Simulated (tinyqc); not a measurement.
The basis set: RHF and MP2 along a ladder of basis sets, for H2, spin multiplicity 1. Computed by the program tinyqc with PySCF. Same geometry throughout; the dipole is taken about the origin.

Geometry (angstrom):

| atom | x | y | z |
|---|---|---|---|
| H | 0.0000 | 0.0000 | 0.0000 |
| H | 0.0000 | 0.0000 | 0.7280 |

RHF and frozen-core MP2 in a ladder of bases:

| basis | functions | E(RHF) (hartree) | E(MP2 corr) (hartree) | HOMO (eV) | LUMO (eV) | dipole (debye) |
|---|---|---|---|---|---|---|
| sto-3g | 2 | -1.11726 | -0.01286 | -15.879 | 18.604 | 0.000 |
| 3-21g | 4 | -1.12292 | -0.01720 | -16.228 | 7.284 | 0.000 |
| 6-31g | 4 | -1.12682 | -0.01725 | -16.313 | 6.576 | 0.000 |
| 6-31g** | 10 | -1.13132 | -0.02632 | -16.290 | 6.602 | 0.000 |
| aug-cc-pvdz | 18 | -1.12853 | -0.02717 | -16.230 | 1.677 | 0.000 |
| cc-pvtz | 28 | -1.13296 | -0.03163 | -16.284 | 4.597 | 0.000 |

Estimate the missing row, basis = cc-pvdz.

Computed row:
```
basis    functions  E(RHF) (hartree)  E(MP2 corr) (hartree)  HOMO (eV)  LUMO (eV)  dipole (debye)
cc-pvdz         10          -1.12845               -0.02626    -16.220      5.435           0.000
```

From cc-pVDZ to cc-pVTZ the RHF energy falls by 4.5 mhartree and the correlation energy by 5.4. If valence correlation converges as X^-3, (27 E(T) - 8 E(D))/19 gives -0.0339 hartree, a rough estimate from such small X that usually falls short; STO-3G holds about 38 % of it. Beyond STO-3G the LUMO moves by 5.6 eV and the HOMO by 0.1 eV; diffuse functions lower the positive LUMO sharply, since an unbound virtual level tracks the most diffuse function.
